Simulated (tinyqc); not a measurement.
Precursor delivery and alloy composition in metal-organic vapour-phase epitaxy: one step, computed by the program tinyqc.

Carrier gas leaves each bubbler saturated. Group-III species cross a boundary layer and react at the surface; element 2 can also desorb. The film is (1)_(1-x) (2)_x V with a zinc-blende cell.

Problem. Composition and growth rate. Loss of element 2 is r x with r = prefactor x exp(-energy/(k_B T)). Then x = (g2 - r x)/(g1 + g2 - r x), or r x^2 - (g1 + g2 + r) x + g2 = 0, smaller root; growth rate G = g1/(1 - x) layers/s; one layer is a/2 thick, 1 angstrom/s = 0.36 um/h. Temperatures in kelvin are T(C) + 273.15. Distribution coefficient = [x/(1 - x)]/[x_g/(1 - x_g)], x_g = g2/(g1 + g2).

Inputs (values chosen for the exercise, close to those used for AlGaAs from TMAl and TMGa):
```
quantity                              value      unit
source 1: bath temperature               19         C
source 2: bath temperature               -9         C
prefactor of the loss of element 2  3.5e+16  layers/s
energy of the loss                      3.6        eV
lattice constant a                    5.655  angstrom
growth temperature T                    740         C
```

arrival rates (layers/s): g1 0.06931513, g2 2.224821

Constants: k_B = 8.617333262e-05 eV/K.

Give: loss rate r; solid share x; growth rate G; distribution coefficient.

Solution.

loss rate r = 0.04329 layers/s

solid share x = 0.9692

growth rate G = 2.292 um/h

distribution coefficient = 0.9811

Desorption is negligible, so the solid copies the gas. Caution: trimethylaluminium is largely a dimer in the vapour, which would double its metal flow; it is counted as a monomer here. Caution: the lattice constant is held fixed as x changes, delta does not respond to the flow, both precursors share one D and k_s, and gas-phase side reactions are left out.
